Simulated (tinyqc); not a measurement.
What moves the optical response: interband optics of a two-band s-p chain from momentum matrix elements.

H(k) = [[Es - 2 ts cos ka, 2i V sin ka], [-2i V sin ka, Ep_ + 2 tp cos ka]] in the basis s, p; the lower band is full, with two electrons a cell. The velocity operator times hbar is W = dH/dk (eV angstrom); intra-atomic dipoles are left out.

With w(k) = |<c|W|v>|^2 and D(k) = Ec - Ev, on the mesh k_j = (j + 1/2)/N (2 pi/a): eps(E) = 1 + (8 pi e2/(a Ar)) mean_j (w/D^2) [1/(D - E - i eta) + 1/(D + E + i eta)], e2 = e^2/(4 pi eps0); light polarised along the chains, no local fields.

Constants: e^2/(4 pi eps0) = 14.39964547 eV angstrom; hbar^2/2m0 = 3.80998211 eV angstrom^2.

Values chosen for the exercise: a = 4.18 angstrom (period); Es = 3.96 eV (upper orbital (s)); Ep_ = -2.05 eV (lower orbital (p)); ts = 0.56 eV (s-s hopping); tp = 0.54 eV (p-p hopping); V = 0.54 eV (s-p hopping); Ar = 13.2 angstrom^2 (cross-section per chain).

Mesh of 400 points; n_eff = 2 mean(w/(c D)), c = hbar^2/2m0.

One parameter was then changed.

Results before and after:
```
case     smallest D (eV)  largest D (eV)  n_eff  eps(0)
base               3.810           8.210  0.907   1.893
changed            4.110           8.510  0.863   1.744
```

Which of these changes was made? (a) ts = 0.672 eV; (b) V = 0.594 eV; (c) Ar = 14.52 angstrom^2; (d) Es = 4.26 eV; (e) a = 4.389 angstrom.

Answer: (d) Es = 4.26 eV. Of the candidates, run in turn, only this one gives the changed row.

All candidates:
```
case                   smallest D (eV)  largest D (eV)  n_eff  eps(0)
base                             3.810           8.210  0.907   1.893
a = 4.389 angstrom               3.810           8.210  1.000   1.938
Es = 4.26 eV                     4.110           8.510  0.863   1.744
ts = 0.672 eV                    3.586           8.434  0.921   1.988
V = 0.594 eV                     3.810           8.210  1.087   2.064
Ar = 14.52 angstrom^2            3.810           8.210  0.907   1.812
```

Computed by tinyqc, a small Python program: `OMP_NUM_THREADS=1 python tinyqc.py 1680936 1680937 out.jsonl` (the numbers bound the seed that draws the inputs); one thread of a shared host (Intel(R) Xeon(R) Processor @ 2.30GHz), about 0.01 s for the whole set of steps.
